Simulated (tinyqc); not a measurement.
What moves the moment: Stoner model of a band ferromagnet.

Density of states per atom and spin: flat with a rise to the top, D(e) = (M/W) [1 - sp + 4 sp (e/W + 1/2)^3]. Levels e -/+ I m/2 for up and down spin, m = n_up - n_down, n_up + n_down = nd. At zero temperature e(N) is the energy below which N states lie, and E(m) = sum over spins of integral e D de - I m^2/4.

Values chosen for the exercise:
- W = 4.1 eV (band width, e from -W/2 to W/2)
- M = 5 (states per atom and spin)
- nd = 7.23 (electrons per atom)
- sp = 0.56 (shape parameter)
- I = 0.48 eV (Stoner parameter)

Lowest state for each case.

Results for these values:

| case | I D(EF) | m (muB) | E - E(0) (meV) |
|---|---|---|---|
| base | 1.151 | 2.770 | -99.7 |

What happens to each result for sp = 0.66, all else kept?

Answer: I D(EF) rises from 1.151 to 1.299; m does not change at the printed digits; E - E(0) falls from -99.7 to -194.3.

The same for each parameter in turn:

| case | I D(EF) | m (muB) | E - E(0) (meV) |
|---|---|---|---|
| base | 1.151 | 2.770 | -99.7 |
| W = 3.772 eV | 1.251 | 2.770 | -165.4 |
| I = 0.518 eV | 1.242 | 2.770 | -172.6 |
| nd = 6.93 | 1.104 | 3.070 | -70.0 |
| sp = 0.66 | 1.299 | 2.770 | -194.3 |

Program tinyqc; command `OMP_NUM_THREADS=1 python tinyqc.py 1680645 1680646 out.jsonl`; about 0.4 s on one thread of a shared Intel(R) Xeon(R) Processor @ 2.30GHz.
